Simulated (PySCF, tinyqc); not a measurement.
RHF in the sto-3g basis, for H6, spin multiplicity 1, step by step. The lowest restricted solution is unstable here: a spin-polarised one lies 0.1512 hartree lower (PySCF). One step of it, computed by the program tinyqc.

Problem. Iteration 3: building the Fock matrix. J_ij = sum D_kl (ij|kl), K_ij = sum D_kl (ik|jl); F = H + J - 0.5 K; E = tr D H + tr D J / 2 - 0.25 tr D K + E_nn.

D after iteration 2, order 1H 1s, 2H 1s, 3H 1s, 4H 1s, 5H 1s, 6H 1s:
```
[[0.837974, 0.682402, -0.107373, -0.396946, 0.021401, 0.281033],
 [0.682402, 0.736167, 0.276621, -0.068336, -0.048777, 0.020720],
 [-0.107373, 0.276621, 0.754670, 0.601454, -0.068670, -0.399031],
 [-0.396946, -0.068336, 0.601454, 0.753045, 0.278083, -0.106064],
 [0.021401, -0.048777, -0.068670, 0.278083, 0.736026, 0.681719],
 [0.281033, 0.020720, -0.399031, -0.106064, 0.681719, 0.837447]]
```

core Hamiltonian H = T + V (hartree), order 1H 1s, 2H 1s, 3H 1s, 4H 1s, 5H 1s, 6H 1s:
```
[[-1.291045, -0.489792, -0.049530, -0.001743, -0.000027, 0.000000],
 [-0.489792, -1.591259, -0.584242, -0.051777, -0.002074, -0.000027],
 [-0.049530, -0.584242, -1.680976, -0.545868, -0.051883, -0.001743],
 [-0.001743, -0.051777, -0.545868, -1.681167, -0.585111, -0.049529],
 [-0.000027, -0.002074, -0.051883, -0.585111, -1.591357, -0.489065],
 [0.000000, -0.000027, -0.001743, -0.049529, -0.489065, -1.290795]]
```

Two-electron integrals (ij|kl) in chemists' order, unique and non-zero (hartree):
```
(11|11) 0.774606   (21|11) 0.142972   (21|21) 0.040048   (22|11) 0.350411
(22|21) 0.142972   (22|22) 0.774606   (31|11) 0.008390   (31|21) 0.002797
(31|22) 0.012447   (31|31) 0.000240   (32|11) 0.071097   (32|21) 0.027919
(32|22) 0.158584   (32|31) 0.003037   (32|32) 0.048228   (33|11) 0.182774
(33|21) 0.066278   (33|22) 0.363713   (33|31) 0.008390   (33|32) 0.158584
(33|33) 0.774606   (41|11) 0.000163   (41|21) 0.000061   (41|22) 0.000317
(41|31) 0.000006   (41|32) 0.000096   (41|33) 0.000317   (41|41) 1.98e-07
(42|11) 0.004230   (42|21) 0.001546   (42|22) 0.008390   (42|31) 0.000178
(42|32) 0.003037   (42|33) 0.012447   (42|41) 0.000006   (42|42) 0.000240
(43|11) 0.038897   (43|21) 0.013171   (43|22) 0.066278   (43|31) 0.001546
(43|32) 0.027919   (43|33) 0.142972   (43|41) 0.000061   (43|42) 0.002797
(43|43) 0.040048   (44|11) 0.121010   (44|21) 0.038897   (44|22) 0.182774
(44|31) 0.004230   (44|32) 0.071097   (44|33) 0.350411   (44|41) 0.000163
(44|42) 0.008390   (44|43) 0.142972   (44|44) 0.774606   (51|11) 1.49e-06
(51|21) 5.35e-07   (51|22) 2.84e-06   (51|31) 6.24e-08   (51|32) 1.07e-06
(51|33) 4.50e-06   (51|42) 8.52e-08   (51|43) 9.70e-07   (51|44) 2.75e-06
(52|11) 0.000115   (52|21) 0.000039   (52|22) 0.000195   (52|31) 4.48e-06
(52|32) 0.000078   (52|33) 0.000372   (52|41) 1.71e-07   (52|42) 0.000008
(52|43) 0.000104   (52|44) 0.000372   (52|52) 2.77e-07   (53|11) 0.002811
(53|21) 0.000911   (53|22) 0.004334   (53|31) 0.000101   (53|32) 0.001711
(53|33) 0.008410   (53|41) 3.84e-06   (53|42) 0.000183   (53|43) 0.002803
(53|44) 0.012473   (53|51) 6.25e-08   (53|52) 0.000008   (53|53) 0.000241
(54|11) 0.030231   (54|21) 0.009441   (54|22) 0.042793   (54|31) 0.000983
(54|32) 0.015635   (54|33) 0.071211   (54|41) 0.000036   (54|42) 0.001710
(54|43) 0.027965   (54|44) 0.158852   (54|51) 5.75e-07   (54|52) 0.000078
(54|53) 0.003048   (54|54) 0.048374   (55|11) 0.091411   (55|21) 0.027881
(55|22) 0.122750   (55|31) 0.002806   (55|32) 0.042740   (55|33) 0.182837
(55|41) 0.000098   (55|42) 0.004326   (55|43) 0.066309   (55|44) 0.363938
(55|51) 1.49e-06   (55|52) 0.000195   (55|53) 0.008410   (55|54) 0.158852
(55|55) 0.774606   (61|22) 5.84e-09   (61|33) 1.14e-08   (61|44) 1.14e-08
(61|55) 5.85e-09   (62|11) 9.82e-07   (62|21) 3.16e-07   (62|22) 1.48e-06
(62|31) 3.43e-08   (62|32) 5.72e-07   (62|33) 2.74e-06   (62|42) 6.21e-08
(62|43) 9.67e-07   (62|44) 4.49e-06   (62|53) 8.50e-08   (62|54) 1.07e-06
(62|55) 2.83e-06   (63|11) 0.000069   (63|21) 0.000022   (63|22) 0.000098
(63|31) 2.25e-06   (63|32) 0.000036   (63|33) 0.000163   (63|41) 8.18e-08
(63|42) 3.83e-06   (63|43) 0.000061   (63|44) 0.000317   (63|52) 1.70e-07
(63|53) 0.000006   (63|54) 0.000096   (63|55) 0.000318   (63|63) 1.98e-07
(64|11) 0.002081   (64|21) 0.000636   (64|22) 0.002805   (64|31) 0.000064
(64|32) 0.000981   (64|33) 0.004230   (64|41) 2.25e-06   (64|42) 0.000100
(64|43) 0.001546   (64|44) 0.008390   (64|51) 3.44e-08   (64|52) 4.48e-06
(64|53) 0.000179   (64|54) 0.003041   (64|55) 0.012447   (64|62) 6.21e-08
(64|63) 0.000006   (64|64) 0.000240   (65|11) 0.021501   (65|21) 0.006449
(65|22) 0.027839   (65|31) 0.000635   (65|32) 0.009415   (65|33) 0.038847
(65|41) 0.000022   (65|42) 0.000908   (65|43) 0.013155   (65|44) 0.066201
(65|51) 3.16e-07   (65|52) 0.000039   (65|53) 0.001547   (65|54) 0.027918
(65|55) 0.142728   (65|62) 5.32e-07   (65|63) 0.000060   (65|64) 0.002793
(65|65) 0.039925   (66|11) 0.072809   (66|21) 0.021529   (66|22) 0.091395
(66|31) 0.002081   (66|32) 0.030186   (66|33) 0.121010   (66|41) 0.000069
(66|42) 0.002805   (66|43) 0.038897   (66|44) 0.182774   (66|51) 9.85e-07
(66|52) 0.000115   (66|53) 0.004237   (66|54) 0.071178   (66|55) 0.350200
(66|62) 1.48e-06   (66|63) 0.000163   (66|64) 0.008390   (66|65) 0.142728
(66|66) 0.774606
```

nuclear repulsion = 3.17263672 hartree

Give: Coulomb J; exchange K; Fock matrix F; total energy of this density.

Solution.

Coulomb J (hartree), order 1H 1s, 2H 1s, 3H 1s, 4H 1s, 5H 1s, 6H 1s:
```
[[1.5884, 0.4418, 0.0382, 0.0011, 0.0000, 0.0000],
 [0.4418, 1.8619, 0.5246, 0.0402, 0.0014, 0.0000],
 [0.0382, 0.5246, 1.9420, 0.4919, 0.0403, 0.0011],
 [0.0011, 0.0402, 0.4919, 1.9417, 0.5252, 0.0382],
 [0.0000, 0.0014, 0.0403, 0.5252, 1.8615, 0.4409],
 [0.0000, 0.0000, 0.0011, 0.0382, 0.4409, 1.5874]]
```

exchange K (hartree), order 1H 1s, 2H 1s, 3H 1s, 4H 1s, 5H 1s, 6H 1s:
```
[[0.8735, 0.4954, 0.0687, -0.0424, -0.0055, 0.0194],
 [0.4954, 0.9185, 0.3889, 0.0666, -0.0017, -0.0056],
 [0.0687, 0.3889, 0.9077, 0.4630, 0.0667, -0.0426],
 [-0.0424, 0.0666, 0.4630, 0.9072, 0.3898, 0.0689],
 [-0.0055, -0.0017, 0.0667, 0.3898, 0.9185, 0.4945],
 [0.0194, -0.0056, -0.0426, 0.0689, 0.4945, 0.8725]]
```

Fock matrix F (hartree), order 1H 1s, 2H 1s, 3H 1s, 4H 1s, 5H 1s, 6H 1s:
```
[[-0.1394, -0.2957, -0.0457, 0.0206, 0.0028, -0.0097],
 [-0.2957, -0.1886, -0.2541, -0.0449, 0.0001, 0.0028],
 [-0.0457, -0.2541, -0.1928, -0.2855, -0.0450, 0.0207],
 [0.0206, -0.0449, -0.2855, -0.1931, -0.2548, -0.0458],
 [0.0028, 0.0001, -0.0450, -0.2548, -0.1891, -0.2954],
 [-0.0097, 0.0028, 0.0207, -0.0458, -0.2954, -0.1397]]
```

total energy of this density = -2.769079 hartree
